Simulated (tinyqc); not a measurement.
Bowing of the band edge from disorder: coherent potential approximation for a binary alloy with a semi-elliptic band.

Site levels eA = -x d (share 1 - x) and eB = (1 - x) d (share x), so that their mean, the virtual crystal, is 0. Pure band: G0(z) = 2 (z - sqrt(z - W) sqrt(z + W))/W^2 with principal roots, density -Im G/pi per site. The medium has a self-energy S(z), G = G0(z - S), z = E + i eta. t_i = (e_i - S)/(1 - (e_i - S) G); the CPA demands <t> = (1 - x) tA + x tB = 0. Iteration: start at S = 0, set S(new) = S + <t>/(1 + <t> G), stop when |<t>| < 1e-9 eV.

Values chosen for the exercise: W = 3.9 eV (half width of the pure band); d = 1.55 eV (eB - eA).

For eta = 0 the CPA reads G = (1 - x)/(y - eA) + x/(y - eB) with y = E - W^2 G/4; the lower edge is the maximum of E(y) = y + W^2 G(y)/4 for y < eA. The virtual crystal puts it at -W. Second order: -W - 2 x (1 - x) d^2/W, from S = x (1 - x) d^2 G0(-W), G0(-W) = -2/W.

Lower edge (eV):
```
x        edge  edge + W  second order  (edge + W)/(x (1 - x))
0.05  -3.9337   -0.0337       -0.0585                 -0.7101
0.10  -3.9662   -0.0662       -0.1109                 -0.7356
0.25  -4.0551   -0.1551       -0.2310                 -0.8270
0.40  -4.1280   -0.2280       -0.2957                 -0.9498
0.50  -4.1649   -0.2649       -0.3080                 -1.0595
0.60  -4.1892   -0.2892       -0.2957                 -1.2052
0.75  -4.1912   -0.2912       -0.2310                 -1.5532
0.95  -4.0465   -0.1465       -0.0585                 -3.0832
```

Give the missing row, x = 0.90.

Computed row:
```
x        edge  edge + W  second order  (edge + W)/(x (1 - x))
0.90  -4.1138   -0.2138       -0.1109                 -2.3756
```

second-order coefficient = -1.2321 eV

Disorder pushes the edge below the virtual crystal, most at x = 0.75 (-291 meV). The coefficient runs from -0.710 at x = 0.05 to -3.083 eV at 0.95, against -1.232 in second order: it depends strongly on x and is largest in size where the low-lying A atoms are dilute and act as attractive impurities.

Run: tinyqc, `OMP_NUM_THREADS=1 python tinyqc.py 1450858 1450859 out.jsonl`; Intel(R) Xeon(R) Processor @ 2.30GHz, one thread, shared host; about 0.01 s of CPU time with all checks.
